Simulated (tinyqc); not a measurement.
Worked calculation: microkinetic model of low-temperature epitaxy from hydride gases: adsorption, hydrogen desorption and rate control. Computed by tinyqc, a small Python program that keeps every step. Command: `OMP_NUM_THREADS=1 python tinyqc.py 3001782 3001783 out.jsonl hepi walk`. One thread of a shared host (Intel(R) Xeon(R) Processor @ 2.30GHz), about 0.01 s of CPU time with the checks. Intermediate numbers are printed to about 6 digits and carried at full precision; extremes and crossings named in words are read from the listed rows.

Each hydride molecule needs two free sites and leaves four hydrogen atoms, of which two leave at once as H2; theta is the hydrogen coverage, the site density is 6.78 per nm^2 and one layer is 1.358 angstrom thick.

Inputs (values chosen for the exercise, close to those used for silane and germane on Si(001)):
```
quantity                                           value  unit
silane pressure p_S                                0.069    Pa
sticking prefactor of silane s0                     0.06     -
adsorption barrier E_s                              0.27    eV
desorption prefactor nu_d                        5.8e+11   1/s
desorption energy on silicon E_d                    2.08    eV
hydrogen carrier pressure p_H                          0    Pa
sticking of hydrogen s_H                         2.2e-07     -
temperature T                                        800     C
germane pressure p_G                              0.0067    Pa
sticking ratio of germane to silane r_G              5.9     -
lowering of E_d per unit germanium fraction, dE     0.55    eV
```

Film: silicon-germanium. Order of hydrogen desorption: first.

Constants: k_B = 8.617333262e-05 eV/K; u = 1.6605390666e-27 kg; k_B = 1.380649e-23 J/K.

## Rate constants

Flux per site F = p/(sqrt(2 pi M k_B T) x 6.78e18 per m^2), M = 32.12 u (silane), 76.63 u (germane), 2.016 u (hydrogen); s = s0 exp(-E_s/(k_B T)); k_S = s F_S, k_G = r_G s F_G; germanium fraction x = k_G/(k_S + k_G); k = k_S + k_G; k_H = s_H F_H; k_d = nu_d exp(-(E_d - dE x)/(k_B T)). Temperatures in kelvin are T(C) + 273.15.

k = 0.640941 1/s

germanium fraction x = 0.270556

k_H = 0 1/s

k_d = 494.382 1/s

## Coverage and growth rate

With k the hydride and k_H the hydrogen adsorption rate on free pairs and k_d the desorption rate, steady state: 2 (k + k_H)(1 - theta)^2 = k_d theta; growth rate R = k (1 - theta)^2 layers/s; 1 layer/s = 8.148 nm/min. With c = 2 (k + k_H)/k_d the free share is 1 - theta = 2/(1 + sqrt(1 + 4c)).

c = 0.00259290

hydrogen coverage theta = 0.00257954

growth rate R in layers = 0.637638 layers/s

growth rate G = 5.19548 nm/min

The surface is mostly bare: the arrival of hydride limits growth.

## Degrees of rate control

X_i = d ln R/d ln k_i at fixed other constants. With f = 1 - theta and a = 2/f + 1/theta: d ln f/d ln k_d = 1/(a f), so X_d = 2/(a f), X_k = 1 - X_d k/(k + k_H), X_H = -X_d k_H/(k + k_H); they sum to 1.

X_d (desorption) = 0.00514580

X_k (hydride adsorption) = 0.994854

X_H (hydrogen adsorption) = 0

## Two regimes over temperature

Limits: desorption-limited R = k_d k/(2 (k + k_H)), adsorption-limited R = k.

Growth:
```
T (C)        theta   G (nm/min)  desorption limit (nm/min)  adsorption limit (nm/min)
400    9.19397e-01  7.55750e-03                8.22005e-03                    1.16326
450    7.94678e-01  6.52769e-02                8.21426e-02                    1.54842
500    5.78283e-01  3.52453e-01                6.09483e-01                    1.98180
550    3.20232e-01  1.13522e+00                3.54499e+00                    2.45673
600    1.32464e-01  2.23249e+00                1.68536e+01                    2.96630
650    4.70188e-02  3.18200e+00                6.76751e+01                    3.50374
700    1.66756e-02  3.92831e+00                2.35572e+02                    4.06268
750    6.30801e-03  4.57897e+00                7.25898e+02                    4.63729
800    2.57954e-03  5.19548e+00                2.01411e+03                    5.22239
850    1.13661e-03  5.80016e+00                5.10306e+03                    5.81337
```

The apparent activation energy of G is 1.81 eV between the first rows and 0.23 eV between the last; full hydrogen cover gives a value near the desorption energy (plus E_s where k_H far exceeds k), a bare surface one near E_s less k_B T/2 from the flux. The coverage passes one half between 500 and 550 C, the knee of the Arrhenius plot.

Checks made by the program: steady coverage against time integration of d theta/dt (relative difference below 1e-10); degree of control against a finite difference (relative difference 1e-09).
